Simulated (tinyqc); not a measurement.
FCI on RHF in the sto-3g basis, for H3+, spin multiplicity 1, step by step. Computed by tinyqc, a small Python program that keeps every step (integrals from PySCF). Settings: charge = 1, multiplicity = 1, basis = sto-3g, method = RHF, energy threshold = 1e-10, iteration cap = 82, orthogonalisation = symmetric, start = core, DIIS depth = 6, ci = FCI, davidson = 1. Command: `OMP_NUM_THREADS=1 python tinyqc.py 30154 30155 out.jsonl` (the two numbers bound the seeds that draw the settings). One thread of a shared host (Intel(R) Xeon(R) Processor @ 2.60GHz), about 0.07 s of CPU time with the checks. The early iterations of the SCF are left out here.

## One-electron integrals

Geometry (angstrom):
```
atom         x         y         z
H     0.000000  0.000000  0.000000
H     0.000000  0.000000  0.801000
H     0.000000  0.693000  0.400000
```

Basis sto-3g: exponents (1/bohr^2) and contraction coefficients of normalised primitives:
```
element  l (shell)  exponent  coefficient
H            s (1)  3.425251     0.154329
H            s (1)  0.623914     0.535328
H            s (1)  0.168855     0.444635
```

Overlap, kinetic and nuclear-attraction integrals over the contracted functions; the nuclear repulsion is the sum of Za Zb / Rab.

nuclear repulsion = 1.98291815 hartree

overlap S:
```
          1H 1s     2H 1s     3H 1s
1H 1s  1.000000  0.620161  0.620707
2H 1s  0.620161  1.000000  0.620383
3H 1s  0.620707  0.620383  1.000000
```

kinetic energy T (hartree):
```
          1H 1s     2H 1s     3H 1s
1H 1s  0.760032  0.202199  0.202658
2H 1s  0.202199  0.760032  0.202386
3H 1s  0.202658  0.202386  0.760032
```

nuclear attraction V (hartree):
```
           1H 1s      2H 1s      3H 1s
1H 1s  -2.459872  -1.496189  -1.497730
2H 1s  -1.496189  -2.459573  -1.496817
3H 1s  -1.497730  -1.496817  -2.460077
```

core Hamiltonian H = T + V (hartree):
```
           1H 1s      2H 1s      3H 1s
1H 1s  -1.699840  -1.293990  -1.295072
2H 1s  -1.293990  -1.699541  -1.294431
3H 1s  -1.295072  -1.294431  -1.700046
```

## Two-electron integrals

Functions are numbered as in S; the eight-fold symmetry (ij|kl) = (ji|kl) = (kl|ij) leaves the list below.

Two-electron integrals (ij|kl) in chemists' order, unique and non-zero (hartree):
```
(11|11) 0.774606   (21|11) 0.410407   (21|21) 0.258926   (22|11) 0.547296
(22|21) 0.410407   (22|22) 0.774606   (31|11) 0.410871   (31|21) 0.240243
(31|22) 0.350005   (31|31) 0.259437   (32|11) 0.349896   (32|21) 0.240125
(32|22) 0.410596   (32|31) 0.240323   (32|32) 0.259134   (33|11) 0.547606
(33|21) 0.349821   (33|22) 0.547422   (33|31) 0.410871   (33|32) 0.410596
(33|33) 0.774606
```

## Orthogonalisation

S = U s U^T; symmetric (Loewdin) form X = U s^(-1/2) U^T, so that X^T S X = 1.

eigenvalues of S: 0.379266  0.379900  2.240834

X:
```
           1H 1s      2H 1s      3H 1s
1H 1s   1.304783  -0.317950  -0.318822
2H 1s  -0.317950   1.304432  -0.318305
3H 1s  -0.318822  -0.318305   1.305024
```

## Iteration 4 (converged): orbitals

converged F (hartree):
```
           1H 1s      2H 1s      3H 1s
1H 1s  -0.954926  -0.959157  -0.959751
2H 1s  -0.959157  -0.954601  -0.959399
3H 1s  -0.959751  -0.959399  -0.955149
```

Diagonalise F' = X^T F X, C = X C', fill 1 alpha and 1 beta electrons from the bottom; D = 2 C_occ C_occ^T. Each column has its largest component positive (the first on a tie).

F' = X^T F X (hartree):
```
           1          2          3
1  -0.419497  -0.431096  -0.431903
2  -0.431096  -0.419560  -0.431425
3  -0.431903  -0.431425  -0.419454
```

orbital energies (hartree): MO1 -1.282452, MO2 0.011471, MO3 0.012470

coefficients C:
```
            MO1        MO2        MO3
1H 1s  0.385708  -0.885419  -0.986134
2H 1s  0.385503   1.296122  -0.274610
3H 1s  0.385849  -0.410332   1.260477
```

D after iteration 4:
```
          1H 1s     2H 1s     3H 1s
1H 1s  0.297541  0.297383  0.297650
2H 1s  0.297383  0.297225  0.297492
3H 1s  0.297650  0.297492  0.297759
```

## Convergence

Stop when the energy changes by less than 1e-10 hartree and every element of the error matrix X^T (F D S - S D F) X is below 3e-06.

Course of the cycle:
```
iteration  E (hartree)     change  largest element of the error matrix
1          -1.21346680          -                             2.41e-04
2          -1.21346683  -3.87e-08                             3.34e-05
3          -1.21346684  -7.61e-10                             3.61e-10
4          -1.21346684   1.78e-15                             2.76e-11
```

PySCF RHF in the same basis = -1.21346684 hartree

Converged in 4 iterations.

## Integrals over molecular orbitals

(pq|rs) = sum C_ip C_jq C_kr C_ls (ij|kl), one index at a time.

one-electron integrals over orbitals h = C^T H C (hartree):
```
           1          2          3
1  -1.913932   0.000091  -0.000066
2   0.000091  -1.068157   0.000000
3  -0.000066   0.000000  -1.067402
```

Two-electron integrals over orbitals (pq|rs), unique and non-zero (hartree):
```
(11|11) 0.631480    (21|11) -0.000091   (21|21) 0.144034    (22|11) 0.611831
(22|21) 0.070164    (22|22) 0.686666    (31|11) 0.000066    (31|21) 1.61e-08
(31|22) -0.050659   (31|31) 0.144032    (32|11) 2.77e-08    (32|21) -0.050719
(32|22) -0.000050   (32|31) -0.070142   (32|32) 0.069428    (33|11) 0.611952
(33|21) -0.070225   (33|22) 0.547778    (33|31) 0.050703    (33|32) 0.000050
(33|33) 0.686735
```

## FCI: determinants and Hamiltonian

Hartree-Fock energy = -1.21346684 hartree

Slater-Condon rules over spin orbitals, with the nuclear repulsion added and E(HF) subtracted on the diagonal. Only determinants linked to the reference directly or through others are kept (one block of an abelian symmetry group), so some states are absent.

Occupation strings over the orbitals (2 doubly, a alpha, b beta, 0 empty; spin orbitals ordered 1a 1b 2a 2b ...): 200 ab0 a0b ba0 b0a 020 0ab 0ba 002

H - E(HF) between determinants (hartree):
```
          200        ab0        a0b        ba0        b0a        020        0ab        0ba
200  0.000000   0.000000   0.000000   0.000000   0.000000   0.144034   0.000000   0.000000
ab0  0.000000   0.826126   0.000000  -0.144034   0.000000   0.070256  -0.050719   0.050725
a0b  0.000000   0.000000   0.827003   0.000000  -0.144032  -0.050719  -0.070133   0.070142
ba0  0.000000  -0.144034   0.000000   0.826126   0.000000  -0.070256   0.050725  -0.050719
b0a  0.000000   0.000000  -0.144032   0.000000   0.827003   0.050719   0.070142  -0.070133
020  0.144034   0.070256  -0.050719  -0.070256   0.050719   1.746736  -0.000050   0.000050
0ab  0.000000  -0.050719  -0.070133   0.050725   0.070142  -0.000050   1.608604  -0.069428
0ba  0.000000   0.050725   0.070142  -0.050719  -0.070133   0.000050  -0.069428   1.608604
002  0.144032  -0.070142   0.050637   0.070142  -0.050637   0.069428   0.000050  -0.000050

           002
200   0.144032
ab0  -0.070142
a0b   0.050637
ba0   0.070142
b0a  -0.050637
020   0.069428
0ab   0.000050
0ba  -0.000050
002   1.748317
```

## FCI: roots

Diagonalise (each vector has its largest component positive (the first on a tie)); all determinants have Ms = 0, so triplets appear too. The lowest singlet root is the correlation energy.

lowest roots of this matrix, relative to E(HF) (hartree): -0.022555  0.682093  0.682971  0.930056  0.930942  1.539176  1.718052  1.718271

lowest vectors:
```
        root 1     root 2     root 3     root 4
200   0.993925   0.000000   0.000000  -0.000060
ab0   0.000014   0.707107  -0.000022   0.688883
a0b  -0.000010   0.000022   0.707107  -0.000050
ba0  -0.000014   0.707107  -0.000022  -0.688883
b0a   0.000010   0.000022   0.707107   0.000050
020  -0.077862   0.000000   0.000000  -0.129483
0ab   0.000000  -0.000005  -0.000007   0.093403
0ba   0.000000  -0.000005  -0.000007  -0.093403
002  -0.077786   0.000000   0.000000   0.129095
```

<S^2> of these roots: 0.000000  2.000000  2.000000  0.000000  0.000000  2.000000  0.000000  0.000000

weight of the ground state by excitation level 0, 1, 2, ...: 0.987887  0.000000  0.012113

## The lowest root by the Davidson method

Start from the reference; add the residual divided by (theta - H_ii), orthogonalised, at each step.

Davidson iterations:
```
iteration  subspace  lowest Ritz value (hartree)  residual norm
1                 1                            0       2.04e-01
2                 2                  -0.02255542       2.43e-05
3                 3                  -0.02255542       4.69e-06
4                 4                  -0.02255542       1.38e-09
```
